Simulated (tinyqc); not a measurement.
Worked calculation: virtual-crystal alloy A(1-x)B(x) in sp3s* tight binding. Values are carried at full precision from step to step, so a last printed digit may differ when a step is redone from the rounded ones.

Virtual crystal: a(x) = (1 - x) aA + x aB (Vegard); the six levels are averaged linearly; the seven couplings follow Harrison's rule, V(x) a(x)^2 = (1 - x) V_A aA^2 + x V_B aB^2. No spin-orbit coupling and no disorder. Gaps are measured from the top of the valence band at Gamma; the Delta value is the minimum on (kx,0,0) for kx from 0.5 to 1.

Inputs chosen for the exercise (A near a published set for Si, B for Ge; such sets place X and L only to about 0.5 eV; not measured data): aA = 5.436 angstrom (lattice constant of A); aB = 5.653 angstrom (of B); pA = (-4.185, 1.72, -4.185, 1.72, 6.697, 6.697, -8.314, 1.712, 4.583, 5.733, 5.733, 5.378, 5.378) eV (order Esa, Epa, Esc, Epc, Exa, Exc, Vss, Vxx, Vxy, Vsapc, Vscpa, Vxapc, Vpaxc); pB = (-5.865, 1.605, -5.865, 1.605, 6.383, 6.383, -6.798, 1.613, 4.885, 5.456, 5.456, 5.234, 5.234) eV (the same for B); x = 0.26 (fraction of B).

## Parameters of the alloy

Form a(x) and the thirteen parameters.

a(x) = 5.4924 angstrom

parameters (eV): Esa -4.6218, Epa 1.6901, Esc -4.6218, Epc 1.6901, Exa 6.6154, Exc 6.6154, Vss -7.8990, Vxx 1.6852, Vxy 4.6676, Vsapc 5.6584, Vscpa 5.6584, Vxapc 5.3400, Vpaxc 5.3400

Against a plain linear average the 1/a^2 rule changes Vss by +20.9 meV and Vxy by +6.0 meV.

## Levels at Gamma

The parameters stand in the order Esa, Epa, Esc, Epc, Exa, Exc, Vss, Vxx, Vxy, Vsapc, Vscpa, Vxapc, Vpaxc. At k = 0 the s levels are the roots of [[Esa, Vss], [Vss, Esc]] and the p levels those of [[Epa, Vxx], [Vxx, Epc]]; the direct gap runs from the lower p root to the lower of the two upper roots.

s roots (eV): -12.5208  3.2772

p roots (eV): 0.0049  3.3753

direct gap = 3.2723 eV

The lowest empty level at Gamma is s-like.

## The Hamiltonian at X

sp3s* tight binding, nearest neighbours only: anion (a) at 0, cation (c) at a/4 (1,1,1), orbitals s, px, py, pz, s* on each; k in units of 2 pi/a. With phases e_j = exp(i (pi/2) k.n_j) for n = (1,1,1), (1,-1,-1), (-1,1,-1), (-1,-1,1): g0 = (e1+e2+e3+e4)/4, g1 = (e1+e2-e3-e4)/4, g2 = (e1-e2+e3-e4)/4, g3 = (e1-e2-e3+e4)/4. The diagonal holds the levels Esa, Epa, Exa (s*) and Esc, Epc, Exc. Anion-cation block: <sa|sc> = Vss g0; <sa|xc> = Vsapc g1; <xa|sc> = -Vscpa g1; <xa|xc> = Vxx g0; <xa|yc> = <ya|xc> = Vxy g3, <xa|zc> = <za|xc> = Vxy g2, <ya|zc> = <za|yc> = Vxy g1; <s*a|xc> = Vxapc g1; <xa|s*c> = -Vpaxc g1; y and z take g2 and g3 in place of g1; s-s* and s*-s* vanish.

k = (1,0,0); parameters in the order Esa, Epa, Esc, Epc, Exa, Exc, Vss, Vxx, Vxy, Vsapc, Vscpa, Vxapc, Vpaxc.

g0, g1, g2, g3: 0.0000  1.0000i  0.0000  0.0000

H (eV):
```
           sa       xa        ya        za       s*a        sc       xc       yc       zc       s*c
sa    -4.6218        0         0         0         0         0  5.6584i        0        0         0
xa          0   1.6901         0         0         0  -5.6584i        0        0        0  -5.3400i
ya          0        0    1.6901         0         0         0        0        0  4.6676i         0
za          0        0         0    1.6901         0         0        0  4.6676i        0         0
s*a         0        0         0         0    6.6154         0  5.3400i        0        0         0
sc          0  5.6584i         0         0         0   -4.6218        0        0        0         0
xc   -5.6584i        0         0         0  -5.3400i         0   1.6901        0        0         0
yc          0        0         0  -4.6676i         0         0        0   1.6901        0         0
zc          0        0  -4.6676i         0         0         0        0        0   1.6901         0
s*c         0  5.3400i         0         0         0         0        0        0        0    6.6154
```

## Levels at X

Diagonalise H; four bands are filled. The top of the valence band is the lower p root at Gamma.

levels (eV): -8.4854  -8.4854  -2.9775  -2.9775  1.4476  1.4476  6.3577  6.3577  10.7215  10.7215

gap from the valence top to X = 1.4427 eV

## The three valleys

The same at Gamma, along Delta and at L.

gaps (eV): Gamma 3.2723, Delta 1.0707, L 2.0360

position of the Delta minimum = 0.749 2 pi/a

In this model the alloy is indirect, with its lowest valley at the Delta line and the next 965 meV above. The bowing from disorder and bond relaxation, left out here, lowers real gaps, by tenths of an eV in badly matched pairs.

## Checks

- Direct gap from the blocks against the full matrix: both 3.27230.

Run: tinyqc, `OMP_NUM_THREADS=1 python tinyqc.py 1450903 1450904 out.jsonl`; Intel(R) Xeon(R) Processor @ 2.30GHz, one thread, shared host; about 0.06 s of CPU time with all checks.
